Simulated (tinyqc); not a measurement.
Inside a calculation. Model: spin coating of a resist or spin-on film: centrifugal thinning, evaporation and the final thickness (Emslie and Meyerhofer models). Computed by tinyqc, a small Python program that keeps every step. Command: `OMP_NUM_THREADS=1 python tinyqc.py 3110359 3110360 out.jsonl spincoat walk`. One thread of a shared host (Intel(R) Xeon(R) Processor @ 2.30GHz), about 0.1 s of CPU time with the checks. Intermediate numbers are printed to about 6 digits and carried at full precision; extremes and crossings named in words are read from the listed rows.

A Newtonian film stays uniform over the wafer; solvent and solids have the same density and the concentration is uniform through the thickness.

Inputs (values chosen for the exercise, of the order of those of a polymer resist in an ester solvent): solids volume fraction c0 = 0.02; kinematic viscosity of the solvent nu_s = 1.7 mm^2/s; viscosity constant k = 360 mm^2/s; viscosity exponent gamma = 3; spin speed f = 2000 rpm; evaporation rate at 1000 rpm e0 = 0.15 micrometre/s; starting thickness h0 = 700 micrometre; time t = 2 s; wafer radius R = 100 mm; shrinkage in the bake = 1.2 %.

## Rates

omega = 2 pi f/60; nu(c) = nu_s + k c^gamma; evaporation rate e = e0 sqrt(f/1000 rpm). Flow constant K = 2 omega^2/(3 nu(c0)); Reynolds number of the air omega R^2/nu_air with nu_air = 15 mm^2/s.

omega = 209.440 1/s

nu(c0) = 1.70288 mm^2/s

evaporation rate e = 0.212132 micrometre/s

flow constant K = 0.0171728 1/(micrometre^2 s)

Reynolds number of the air = 139626

## Thinning without evaporation

dh/dt = -K h^3 gives h = h0/sqrt(1 + 2 K h0^2 t); for long times h = 1/sqrt(2 K t).

h(t) without evaporation = 3.81542 micrometre

long-time form = 3.81548 micrometre

time 1/(2 K h0^2) = 5.94199e-05 s

The long-time form is within 0.0015 %: the starting thickness is forgotten.

## The two-stage estimate

Meyerhofer estimate: flow rules until (1 - c0) K h^3 = e, then evaporation alone: h_w = (e/((1 - c0) K))^(1/3), dry film c0 h_w.

wet thickness h_w = 2.32727 micrometre

dry film, estimate = 46.5453 nm

drying time (1 - c0) h_w/e = 10.7514 s

## First explicit step of the full model

Solids s and liquid l per area start at s = c0 h0, l = (1 - c0) h0. With h = h0 and c = c0: Q = K h^3, K = 2 omega^2/(3 nu); one Euler step of length dt = 0.01 h0/Q for s and l, ds/dt = -c Q, dl/dt = -(1 - c) Q - e.

Q = 5.89028e+06 micrometre/s

dt = 1.18840e-06 s

s = 13.86 micrometre

l = 679.140 micrometre

Q/e at the start = 2.77671e+07

## The full model

Full model for solids s and liquid l per area, h = s + l, c = s/h: ds/dt = -c Q, dl/dt = -(1 - c) Q - e, Q = 2 omega^2 h^3/(3 nu(c)); integrated adaptively (relative tolerance 1e-9) until l = 0. Dry film = s at l = 0, before the bake; film after the bake = s x (1 - shrinkage).

time to dry = 12.9705 s

dry film = 46.3746 nm

film after the bake = 45.8181 nm

## Course in time

Times are fractions of the time to dry.

History:
```
fraction    t (s)  h (micrometre)         c  nu (mm^2/s)          Q/e   s (nm)
0.003      0.0389         27.3301  0.020004      1.70288  1.65256e+03  546.712
0.010      0.1297         14.9681  0.020025      1.70289  2.71477e+02  299.729
0.030      0.3891          8.6165  0.020128      1.70294  5.17861e+01  173.432
0.100      1.2971          4.6269  0.020799      1.70324  8.01728e+00   96.236
0.200      2.5941          3.1249  0.022400      1.70405  2.46857e+00   69.998
0.350      4.5397          2.1250  0.026355      1.70659  7.75158e-01   56.006
0.500      6.4853          1.5120  0.033213      1.71319  2.78125e-01   50.217
0.700      9.0794          0.8828  0.053385      1.75477  5.40505e-02   47.128
0.900     11.6735          0.3216  0.144244      2.78042  1.64940e-03   46.391
```

Q/e drops below 1 between t = 2.6 and 4.5 s, when c has risen from 0.02 to about 0.026; after that row the solids fall by a further 17 %. The full model gives 1.00 times the two-stage estimate.

## Spin curve

The formulas are those given above.

Dry film against speed:
```
f (rpm)  full model (nm)  estimate (nm)  time to dry (s)
500              92.7492        93.0907          51.8814
1000             65.5836        65.8250          25.9409
1500             53.5488        53.7459          17.2940
2000             46.3746        46.5453          12.9705
3000             37.8647        38.0041           8.6470
4000             32.7918        32.9125           6.4853
6000             26.7744        26.8730           4.3235
```

The full thickness goes as f^-0.500; the estimate as (e/omega^2)^(1/3) = f^(-1/2). The time to dry goes as f^-1.00. A thickness window of 1 % allows a speed error of about 2 %.

Checks made by the program: constant-viscosity run against c0 h0 exp(-int K h^2 dt) (relative difference 2e-05).
